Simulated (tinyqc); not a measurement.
From critical thickness h_c (Matthews-Blakeslee) back to fraction x of B: elastic strain and critical thickness of a cubic alloy layer A(1-x)B(x) on a thick substrate. Computed by tinyqc, a small Python program. Command: `OMP_NUM_THREADS=1 python tinyqc.py 3013104 3013105 out.jsonl misfit inv`. One thread of a shared host (Intel(R) Xeon(R) Processor @ 2.30GHz), about 0.02 s of CPU time with the checks.

Strain is positive in tension. The layer is coherent with the substrate unless said otherwise.

Inputs (values chosen for the exercise, for a model alloy):
```
quantity                        value      unit
lattice constant a_A            5.869  angstrom
lattice constant a_B            6.058  angstrom
substrate lattice constant a_S  5.869  angstrom
start of the iteration h0/b       100         -
```

Growth plane: (001). Layer: uncapped. Misfit dislocation: 60-degree.

C11, C12, C44 of A (GPa): 89.84  53.89  43.48

C11, C12, C44 of B (GPa): 86.63  47.28  41.72

Method:
- a = (1 - x) a_A + x a_B, the same rule for each C_ij; misfit f = (a_S - a)/a, the in-plane strain of the coherent layer.
- Voigt averages: G = (C11 - C12 + 3 C44)/5, B = (C11 + 2 C12)/3, nu = (3 B - 2 G)/(2 (3 B + G)); b = a/sqrt(2). The 60-degree dislocation has cos alpha = 1/2, and cos lambda = 1/2 on (001).
- Matthews-Blakeslee: h_c = A [ln(h_c/b) + 1], A = b (1 - nu cos^2 alpha)/(8 pi |f| (1 + nu) cos lambda), the factor 8 pi being that of an uncapped layer.
- Start at h0, put the right side back in, and stop when the change is below 1e-9 h or h turns negative.

Question. A run gave the result below. Find the fraction x of B, known to lie between 0.1 and 0.23.

critical thickness h_c (Matthews-Blakeslee) = 28.60923 nm

Answer.

Each step takes the trial c = (a f_b - b f_a)/(f_b - f_a), f being the result less the target and a, b, c the logarithms of the listed values; c replaces end b, the old b replaces a if the sign of f changed, and otherwise f_a is halved.

Scan of the range:
```
fraction x of B  critical thickness h_c (Matthews-Blakeslee) (nm)
0.100                                                     41.9879
0.115                                                     35.4486
0.132                                                     29.9670
0.152                                                     25.2070
0.174                                                     21.3335
0.200                                                     17.9423
0.230                                                     15.0603
```

False position (Illinois rule, in the logarithm of the input) inside the bracket:
```
step     end a     end b     trial  critical thickness h_c (Matthews-Blakeslee) (nm)
1     0.132000  0.152000  0.137420                                           28.5276
2     0.132000  0.137420  0.136828                                           28.6789
3     0.137420  0.136828  0.137100                                           28.6091
4     0.136828  0.137100  0.137100                                           28.6092
5     0.136828  0.137100  0.137100                                           28.6092
6     0.137100  0.137100  0.137100                                           28.6092
```

Critical thickness h_c (Matthews-Blakeslee) falls at every point of a 13-point scan of the range (every second point is shown), so one value fits; it is bracketed by 0.132 and 0.152. Answer: fraction x of B = 0.1371.
